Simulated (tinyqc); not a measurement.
# Landau coefficient from the swing

Question. Below threshold and near Q = 0, a ferroelectric film of thickness tf changes the swing n Vt ln 10 by the factor 1 + 2 al tf Cp, and al = -3 sqrt(3) Ec/(4 Pr) (1 nm times 1 kV/cm is 1e-4 V). Find n, al and Pr.

Values chosen for this exercise:

| symbol | value | unit | meaning |
|---|---|---|---|
| T | 400 | K | temperature |
| Ec | 1500 | kV/cm | coercive field |
| Cp | 1.04 | uF/cm^2 | overlap capacitance per gate area |

Constants: q = 1.602176634e-19 C, kB = 1.380649e-23 J/K, Vt = kB T/q. Results are converted to the units shown.

swing without the film and with tf = 13 nm (mV/decade): 96.829658  50.449145

Answer. The first swing gives n, the ratio of the two gives al, and Ec then gives Pr.

n = 1.220
al = -177.1 kV cm/uC
Pr = 11.00 uC/cm^2

Program tinyqc, `OMP_NUM_THREADS=1 python tinyqc.py 2860125 2860126 out.jsonl`; Intel Xeon 2.30GHz, shared host, one thread, about 0.02 s.
